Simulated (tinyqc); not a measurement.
Defect equilibria of an oxide against oxygen pressure (mass action): one step, computed by the program tinyqc.

Defects: oxygen vacancies V (charge +2), electrons n, holes p, the ionic partner X = O_i'' (charge -2). Activities are taken equal to concentrations.

Task: Conductivities. sigma_n = e n mu_n, sigma_p = e p mu_p, sigma_ion = 2 e [V] mu_V with mu_V = 2 e D/(k_B T) and D = D_0 exp(-E_m/k_B T); only the oxygen vacancies carry ionic current, and the ionic transport number is sigma_ion over the total.

Inputs (values chosen for the exercise, for a model oxide): temperature T = 1300 K; electron mobility mu_n = 0.046 cm^2/(V s); hole mobility mu_p = 1.1 cm^2/(V s); vacancy diffusion prefactor D_0 = 0.12 cm^2/s; vacancy migration energy E_m = 1.2 eV.

Ionic disorder: anion Frenkel. Dopant (singly charged, fully ionised): none.

n = 1.163022e+19 cm^-3

[V] = 5.815112e+18 cm^-3

p = 1.016477e+10 cm^-3

Constants: k_B = 8.617333262e-05 eV/K; e = 1.602176634e-19 C.

Give: sigma_n; sigma_p; sigma_ion; total conductivity; ionic transport number.

Result:

sigma_n = 0.08571 S/cm

sigma_p = 1.791e-09 S/cm

sigma_ion = 8.894e-05 S/cm

total conductivity = 0.08580 S/cm

ionic transport number = 0.001037

The conductor is mainly n-type electronic here.
